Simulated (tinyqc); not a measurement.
Worked calculation: RHF in the 6-31g basis, for He, spin multiplicity 1. One step of it, computed by the program tinyqc.

Task: Iteration 1: building the Fock matrix. J_ij = sum D_kl (ij|kl), K_ij = sum D_kl (ik|jl); F = H + J - 0.5 K; E = tr D H + tr D J / 2 - 0.25 tr D K + E_nn.

D at the start:
```
,1He 1s,1He 2s
1He 1s,1.193605,0.482210
1He 2s,0.482210,0.194810
```

core Hamiltonian H = T + V (hartree):
```
,1He 1s,1He 2s
1He 1s,-1.879626,-1.546409
1He 2s,-1.546409,-1.295190
```

Two-electron integrals (ij|kl) in chemists' order, unique and non-zero (hartree):
```
i,j,k,l,(ij|kl)
1,1,1,1,1.543936
2,1,1,1,0.785447
2,1,2,1,0.427025
2,2,1,1,0.803952
2,2,2,1,0.476190
2,2,2,2,0.615938
```

nuclear repulsion = 0 hartree

Give: Coulomb J; exchange K; Fock matrix F; total energy of this density.

Result:

Coulomb J (hartree):
```
,1He 1s,1He 2s
1He 1s,2.757,1.442
1He 2s,1.442,1.539
```

exchange K (hartree):
```
,1He 1s,1He 2s
1He 1s,2.684,1.624
1He 2s,1.624,1.089
```

Fock matrix F (hartree):
```
,1He 1s,1He 2s
1He 1s,-0.464,-0.916
1He 2s,-0.916,-0.301
```

total energy of this density = -2.74191 hartree
